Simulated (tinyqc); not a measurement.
What moves the results: thin (001) film in sp3s* tight binding with raised dangling bonds. A value that a table varies takes the place of the one given here.

Planes alternate anion (a), cation (c) along [001], a/4 apart, starting with an anion; zero in-plane momentum; levels counted from the bulk Ev, the lower root of [[Epa, Vxx], [Vxx, Epc]]; no spin-orbit coupling. Block of s, pz, s*: from an anion to the cation above, Vss/2 (s,s), Vsapc/2 (s,z), -Vscpa/2 (z,s), Vxx/2 (z,z), Vxapc/2 (s*,z), -Vpaxc/2 (z,s*); to the cation below the same with the s-z and s*-z signs reversed. Block of u = (px + py)/sqrt2 and v = (px - py)/sqrt2: to the cation above (Vxx + Vxy)/2 for u and (Vxx - Vxy)/2 for v, to the cation below the reverse. Each surface atom has two dangling sp3 hybrids; raising both by dl adds (dl/2) [[1, t], [t, 1]] to its s, pz levels (t = -1 at the bottom face, +1 at the top) and dl to the one of u, v in whose plane the missing bonds lie (v for a bottom anion or a top cation, u for a top anion).

Parameters, chosen for this exercise (near a published set for AlAs, fitted to gaps, whose masses and valley positions are rough; shifted at random, so the results belong to these values and not to a real crystal): p = (-7.511, 0.979, -1.164, 3.58, 7.471, 6.739, -6.687, 1.876, 4.307, 5.129, 5.511, 4.519, 4.975) eV (order Esa, Epa, Esc, Epc, Exa, Exc, Vss, Vxx, Vxy, Vsapc, Vscpa, Vxapc, Vpaxc); Nw = 31 (planes in the thicker film); a = 5.661 angstrom (lattice constant); dp = 30 eV (value of dl for the passivated films); Ns = (6, 10, 12, 14, 23, 30, 50, 64) (numbers of planes).

## States in the gap of a film

edges (eV): Gamma 3.06752, Delta 2.27834

Levels between 0 and the lower bulk edge, the largest weight on the two outer planes of both faces among them, and the nearest levels outside, for several shifts dl.

Film of Nw planes:
```
dl (eV)  levels in the gap                     at (eV)  surface weight  next above (eV)  next below (eV)
0                        4  0.039, 0.093, 0.982, 0.982            0.85           2.2883          -0.0314
1                        4  0.333, 0.347, 1.851, 1.851            0.89           2.2883          -0.0305
2                        2                0.745, 0.749            0.68           2.2883          -0.0301
3                        2                1.234, 1.235            0.74           2.2883          -0.0299
5                        2                2.221, 2.223            0.71           2.2885          -0.0296
10                       0                           -               -           2.2882          -0.0294
30                       0                           -               -           2.2883          -0.0292
100                      0                           -               -           2.2883          -0.0291
```

Can the levels of the bare film be read as confined subbands?

No: with bare surfaces (dl = 0) 4 levels lie in the bulk gap, with up to 85 % of the weight on the four outer planes, two a face, where an even spread gives 13 %; these are dangling-bond states, not subbands. The reruns show the bulk gap clear from dl = 10 eV on, and at dl = 30 eV the next level above lies 0.0 meV from its value at 100 eV.

## Gap against thickness

Passivated films (finite dp, so levels can still be some meV from their limit), thickness N a/4. Highest level below mid-gap (either block) and the two lowest above it. The exponents are -d ln(shift)/d ln N between the sixth and the last film, for the valence level and for the lowest conduction level.

Levels (eV):
```
N   thickness (angstrom)      Ev1     Ec1     Ec2     gap
6                   8.49  -0.3576  2.5818  2.8267  2.9394
10                 14.15  -0.1779  2.3650  2.5437  2.5429
12                 16.98  -0.1352  2.3316  2.4551  2.4668
14                 19.81  -0.1062  2.3143  2.3952  2.4205
23                 32.55  -0.0504  2.2956  2.2998  2.3460
30                 42.46  -0.0291  2.2887  2.2927  2.3178
50                 70.76  -0.0114  2.2829  2.2831  2.2943
64                 90.58  -0.0072  2.2811  2.2814  2.2883
```

exponents: valence 1.85, conduction 1.75

The gap is 2.939 eV at 8.5 angstrom and 2.288 eV at 90.6, against 2.278 eV in the bulk along this line. At 14 planes the conduction side gives 36 meV of the widening and the valence side 106 meV. A hard-walled parabolic band has exponent 2; departures come from the offset between N a/4 and the effective width, from non-parabolicity and from the termination (odd and even N end differently: in the direction of the bond rows at the two faces and, in a compound, in the kind of atom), which also makes single steps in N uneven. Ec1 and Ec2 come from the neighbourhood of X.

## What each change does

A film of Nw planes with shift dp: highest level below mid-gap (half the lower bulk edge) and the two lowest above. Each row changes one parameter from the base and keeps the others.

Results:
```
case        Ev1 (eV)  Ec1 (eV)  Ec2 (eV)
base         -0.0292    2.2883    2.2915
Nw = 35      -0.0233    2.2869    2.2880
dp = 15 eV   -0.0293    2.2882    2.2915
```

The largest shifts from the base row, up to three for each result and ties (the steps differ in size, so this ranks the rows, not the parameters). Ev1 (eV): Nw +0.0059, dp -0.0001. Ec1 (eV): Nw -0.0013, dp -0.0000. Ec2 (eV): Nw -0.0035; unchanged at the printed digits by dp. An odd change of Nw also changes which atoms end the film, so levels need not move as thickness alone would move them; the row for dp shows how far the passivation is from converged.

Program tinyqc; command `OMP_NUM_THREADS=1 python tinyqc.py 1452165 1452166 out.jsonl`; about 0.4 s on one thread of a shared Intel(R) Xeon(R) Processor @ 2.30GHz.
